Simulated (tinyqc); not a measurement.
## Trap density from the barrier height

Question. In a partly depleted grain with all boundary traps filled, 2 N W = Qt and VB = q N W^2/(2 eps0 eps_r). Find Qt, W and the doping at which VB would equal Vt.

Values chosen for this exercise: temperature T = 300 K; relative permittivity eps_r = 11.7.

Constants: q = 1.602176634e-19 C, kB = 1.380649e-23 J/K, Vt = kB T/q, eps0 = 8.8541878128e-14 F/cm where lengths are in cm. Results are converted to the units shown.

doping = 2.5e18 cm^-3
barrier height = 0.17082110 V

Answer. Eliminating W gives VB = q Qt^2/(8 eps0 eps_r N), which falls as 1/N.

Qt = 4.700e12 cm^-2
W = 9.400 nm
doping for VB = Vt = 1.652e19 cm^-3

Program tinyqc, `OMP_NUM_THREADS=1 python tinyqc.py 2830012 2830013 out.jsonl`; Intel Xeon 2.30GHz, shared host, one thread, about 0.01 s.
